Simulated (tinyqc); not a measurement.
MOS capacitor with interface traps: C-V stretch-out, conductance peak and subthreshold swing: one step, computed by the program tinyqc.

Energies at the interface are counted from the valence band. psi > 0 means bending towards depletion, so the surface potential is +psi. Boltzmann statistics, full ionisation, no quantum confinement. Traps are neutral when filled up to E_n, with a sharp (zero-temperature) occupation.

Task: Charges at the given band bending. With u = psi/k_B T and r = (n_i/N)^2: F = sqrt(exp(-u) + u - 1 + r (exp(u) - u - 1)); Q_s = -sign(u) sqrt(2) eps_s eps_0 (k_B T/e) F/L_D; C_s = (eps_s eps_0/(sqrt(2) L_D)) |1 - exp(-u) + r (exp(u) - 1)|/F; at high frequency, below strong inversion, the terms in r are dropped. D(E) = D_0. E_F at the interface is E_s = E_F + psi; Q_it = -e int from E_n to E_s of D(E) dE; C_it = e D(E_s) (per volt); V_G = phi_ms + psi - (Q_s + Q_it + e N_f)/C_ox.

Inputs (values chosen for the exercise, modelled on silicon, with an insulator like HfO2):
```
quantity                              value         unit
dielectric constant eps_s              11.3            -
doping N                            4.5e+17        cm^-3
work-function difference phi_ms       -0.39            V
fixed charge N_f                    1.1e+12        cm^-2
trap density D_0                    5.6e+11  cm^-2 eV^-1
neutrality level E_n                  0.565           eV
band bending towards depletion psi     0.28            V
temperature T                           200            K
```

Substrate: p-type. Trap spectrum: flat.

k_B T = 0.01723467 eV

n_i = 165443.1 cm^-3

Debye length L_D = 4.890504 nm

bulk E_F = 0.05292265 eV

C_ox = 0.6640641 microF/cm^2

Constants: eps_0 = 8.8541878128e-12 F/m; e = 1.602176634e-19 C.

Give: E_s; Q_s; C_s; C_s at high frequency; D(E_s); Q_it; C_it; gate voltage V_G.

Result:

E_s = 0.33292 eV

Q_s = -0.19470 microC/cm^2

C_s = 0.37049 microF/cm^2

C_s at high frequency = 0.37049 microF/cm^2

D(E_s) = 5.60e+11 cm^-2 eV^-1

Q_it = 0.020822 microC/cm^2

C_it = 0.089722 microF/cm^2

gate voltage V_G = -0.11355 V

The traps hold positive charge because E_s lies below E_n.
